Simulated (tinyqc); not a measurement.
Two-valley model of the transferred-electron effect: one step, computed by the program tinyqc. Command: `OMP_NUM_THREADS=1 python tinyqc.py 3025380 3025381 out.jsonl gunn walk`. One thread of a shared host (Intel(R) Xeon(R) Processor @ 2.30GHz), about 0.01 s of CPU time with the checks.

Both kinds of valley share one electron temperature T_e, and each has a constant mobility.

Question. Equilibrium. Density-of-states ratio R = Z (m2/m1)^(3/2); n2/n1 = R exp(-dE/(k_B T_e)); mean mobility mu = (mu1 + mu2 n2/n1)/(1 + n2/n1); energy balance e mu F^2 = (3/2) k_B (T_e - T)/tau_E; v = mu F.

Inputs (values chosen for the exercise, modelled on GaAs):

| quantity | value | unit |
|---|---|---|
| central-valley mass m1 | 0.067 | m_0 |
| satellite-valley mass m2 | 0.23 | m_0 |
| satellite valleys Z | 4 | - |
| valley separation dE | 0.3 | eV |
| central-valley mobility mu1 | 7600 | cm^2/(V s) |
| satellite-valley mobility mu2 | 170 | cm^2/(V s) |
| lattice temperature T | 350 | K |

Solver: damped fixed point.

Constants: k_B = 8.617333262e-05 eV/K.

Give: R; n2/n1 without field; low-field mobility.

Answer.

R = 25.441

n2/n1 without field = 0.0012182

low-field mobility = 7591.0 cm^2/(V s)

dE is 9.9 k_B T, so the satellites are empty without field.
